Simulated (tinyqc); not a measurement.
# One-dimensional ballistic tunnel FET, two-band WKB: several studies

A p-type source for x < 0 with its Fermi level at 0 and its valence edge at ds; in the channel the bands fall as D exp(-x/lam) towards their flat values, with the conduction edge at Ec = ds - dP and D = dP + Eg. The gate moves dP one to one. The drain Fermi level lies at -Vd and the drain side reflects nothing. For w = E - Ec between 0 and dP an electron crosses the gap. Two-band dispersion with equal masses m: inside the gap kappa = sqrt(m u (1 - u/Eg)/C), u the distance from a band edge, C = hbar^2/(2 m0).

Values chosen for this exercise; band and dielectric values close to those of indium arsenide: temperature T = 350 K; band gap Eg = 0.346 eV; band-edge mass of the two-band model m = 0.028 m0; screening length of the source junction lam = 5.6 nm; source valence edge above the source Fermi level ds = 0.05 eV; drain bias Vd = 0.3 V; number of degenerate subbands (spin apart) g = 1; tunnelling window Ev(source) - Ec(channel) dP = 0.43 eV.

Constants: q = 1.602176634e-19 C, kB = 1.380649e-23 J/K, hbar = 1.054571817e-34 J s, h = 6.62607015e-34 J s, m0 = 9.1093837015e-31 kg, Vt = kB T/q, hbar^2/(2 m0) = 0.0380998212 eV nm^2. Results are converted to the units shown.

Each table varies one quantity; the others keep the values above.

## Effect of the band gap with the mass tied to it

The mass follows the gap, m = 0.028 Eg/0.346 eV. S(w) = 2 lam int_0^Eg kappa(u) du/(w + Eg - u) = 2 pi lam sqrt(m/(C Eg)) [w + Eg/2 - sqrt(w (w + Eg))], T(w) = exp(-S). I = g (2 q^2/h) int_0^dP T(w) [f(E) - f(E + Vd)] dw, E = ds - dP + w, f(x) = 1/(1 + exp(x/Vt)). Swing = d(dP)/d(log10 I).

Effect of the band gap with the mass tied to it:
```
Eg (eV)  T(w = dP)    I (uA)  swing (mV/decade)
0.2         0.6138     9.659              770.6
0.37        0.2321     2.444              420.0
0.54       0.06218    0.4590              297.5
0.71       0.01289   0.07016              233.5
0.89      0.001958  0.008092              191.6
1.06      2.795e-4  9.233e-4              164.6
1.23      3.491e-5  9.473e-5              144.8
1.4       3.889e-6  8.872e-6              129.5
```

What does the comparison show?

T(w = dP) falls from 0.614 to 3.89e-6 and I falls from 9.66 to 8.87e-6 uA; the swing falls from 771 to 130 mV/decade. With m/Eg fixed, S depends on the gap only through w + Eg/2 - sqrt(w (w + Eg)). For Eg = 0.2, 0.37 S at w = dP is below 2, where a WKB prefactor of 1 is a rough guess.

## Output curve

Same model as above.

Results:
```
Vd (V)  I (uA)
0.02    0.3063
0.16     2.174
0.24     2.787
0.31     3.057
0.38     3.149
0.45     3.165
0.53     3.167
0.6      3.168
```

Estimate the missing row, Vd = 0.09 V.

Computed row:
```
Vd (V)  I (uA)
0.09     1.349
```

With this row back in the table: I rises from 0.306 to 3.17 uA; it reaches 95 % of the last value at Vd = 0.31 V among the rows. The drain Fermi level passes the channel conduction edge at Vd = dP - ds = 0.380 V, after which the back flow dies out. The window dP is held fixed. In every row S at w = dP is below 2, where a WKB prefactor of 1 is a rough guess.

## Effect of the screening length

Same model as above.

Effect of the screening length:
```
lam (nm)  T(w = dP)  I (uA)  swing (mV/decade)
1            0.7928   15.39               1652
2            0.6286   10.61              964.1
3            0.4984   7.401              706.7
4            0.3951   5.216              570.4
5            0.3133   3.707              485.0
6            0.2484   2.654              426.0
7            0.1969   1.913              382.3
8            0.1561   1.386              348.3
```

What does the comparison show?

I falls from 15.4 to 1.39 uA, on average 0.149 decades a nanometre; S is proportional to lam, and at w = dP it gives 0.101. The swing falls from 1650 to 348 mV/decade. In every row S at w = dP is below 2, where a WKB prefactor of 1 is a rough guess.

Computed by the program tinyqc: `OMP_NUM_THREADS=1 python tinyqc.py 2620059 2620060 out.jsonl`, one thread of a shared Intel Xeon 2.30GHz, about 0.01 s for the whole run.
